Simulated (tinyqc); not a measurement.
Ion-assisted plasma etching: sheath, surface coverage, synergy and aspect-ratio dependence: one step, computed by the program tinyqc.

Radicals adsorb on bare sites; ions remove covered sites with a high yield and bare sites by sputtering; a slow spontaneous reaction acts everywhere, walls included.

Problem. Fluxes. Bohm speed u_B = sqrt(e T_e/M_i); ion flux G_i = 0.61 n_e u_B; radical flux G_n = n c/4 with c = sqrt(8 k_B T_g/(pi M_n)).

Inputs (values chosen for the exercise, close to those used for silicon in a halogen plasma):
```
quantity,value,unit
plasma density n_e,3.6e+11,1/cm^3
electron temperature T_e,4.7,eV
ion mass M_i,80,u
radical density n,3.7e+13,1/cm^3
radical mass M_n,80,u
gas temperature T_g,300,K
```

Feature: long trench.

Constants: e = 1.602176634e-19 C; u = 1.6605390666e-27 kg; k_B = 1.380649e-23 J/K.

Give: Bohm speed; ion flux G_i; radical speed c; radical flux G_n; flux ratio G_n/G_i.

Solution.

Bohm speed = 2.381e+05 cm/s

ion flux G_i = 5.228e+16 1/(cm^2 s)

radical speed c = 28178 cm/s

radical flux G_n = 2.606e+17 1/(cm^2 s)

flux ratio G_n/G_i = 4.985
